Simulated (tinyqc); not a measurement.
Active against total: solid solubility of a dopant against its melt (retrograde solidus), clustering and the electrically active fraction. Computed by tinyqc, a small Python program. Command: `OMP_NUM_THREADS=1 python tinyqc.py 3023293 3023294 out.jsonl retro walk`. One thread of a shared host (Intel(R) Xeon(R) Processor @ 2.30GHz), about 0.01 s of CPU time with the checks.

Inputs (values chosen for the exercise, of the order of those of gallium in silicon for the solubility): atoms per cluster m = 3; cluster scale N* at 1273 K = 1.8e+20 1/cm^3; activation energy E_b of the cluster scale = 0.38 eV; anneal temperature T_a = 1025 K.

Clustering: clusters of m atoms, electrons left out.

Constants: k_B = 8.617333262e-05 eV/K.

Method. A highly soluble donor (another dopant than that of the solidus) is limited by clustering. Donors N_a are active, and clusters hold m atoms each: N_t = N_a + m C, m C = N* (N_a/N*)^m, with N*(T) = N*(1273 K) exp[-(E_b/k_B)(1/T - 1/1273)].

Active density (1/cm^3):
```
N_t (1/cm^3)  N_a at T_a  fraction  N_a at T_a + 150 K  N_a at T_a - 150 K
1.00e+19      9.8427e+18   0.98427          9.9459e+18          9.4008e+18
3.00e+19      2.6818e+19   0.89393          2.8700e+19          2.2156e+19
1.00e+20      6.1543e+19   0.61543          7.5925e+19          4.2932e+19
2.00e+20      8.7910e+19   0.43955          1.1542e+20          5.8156e+19
5.00e+20      1.3080e+20   0.26160          1.7988e+20          8.3291e+19
1.00e+21      1.7126e+20   0.17126          2.3996e+20          1.0737e+20
2.00e+21      2.2093e+20   0.11046          3.1302e+20          1.3721e+20
5.00e+21      3.0530e+20   0.06106          4.3616e+20          1.8826e+20
```

The exponent d ln N_a/d ln N_t falls from 0.91 to 0.35, towards 1/m = 0.333. At the highest dose a 150 K hotter anneal gives 1.43 times the active density, and a later step 150 K cooler would cut it to 0.62 if it ran to equilibrium: short hot anneals come last. For ionised donors far above n_i the electrons enter the mass action too and halve the limiting exponent.

Extremes, crossings and ranges named in words are read from the listed rows.
